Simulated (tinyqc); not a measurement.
Single-domain magnet: Stoner-Wohlfarth switching, Neel-Arrhenius retention, LLG dynamics and spin torque: one step, computed by the program tinyqc. Command: `OMP_NUM_THREADS=1 python tinyqc.py 3023996 3023997 out.jsonl macro walk`. One thread of a shared host (Intel(R) Xeon(R) Processor @ 2.30GHz), about 0.04 s of CPU time with the checks.

The moment is uniform, with unit vector m; z is the easy axis. mu_0 = 1.25663706212e-6 T m/A, gamma = 1.76085963023e11 rad/(s T).

Question. Retention at zero field. Delta = K_eff V/(k_B T); tau = exp(Delta)/f0; probability of a flip within t_w: P = 1 - exp(-t_w/tau). Wall width parameter sqrt(A/K_eff); a two-domain state costs 4 sqrt(A K_eff) times the cross-section that the wall cuts (pi d^2/4).

Inputs (values chosen for the exercise, for a model magnet):

| quantity | value | unit |
|---|---|---|
| diameter d | 12 | nm |
| exchange stiffness A | 12 | pJ/m |
| temperature T | 300 | K |
| attempt frequency f0 | 1 | GHz |
| waiting time t_w | 100 | s |

Shape: prolate spheroid, easy axis along it.

K_eff = 214.8404 kJ/m^3

volume V = 2985.770 nm^3

Constants: k_B = 1.380649e-23 J/K.

Give: stability factor Delta; log10 of tau in s; probability of a flip; wall parameter; barrier of the wall path / k_B T.

Answer.

stability factor Delta = 154.9

log10 of tau in s = 58.26

probability of a flip = 5.505e-57

wall parameter = 7.474 nm

barrier of the wall path / k_B T = 175.4

Ten years (3.15e8 s) need Delta > 40.3 for tau alone; this element has 154.9. Coherent rotation is the cheaper path.
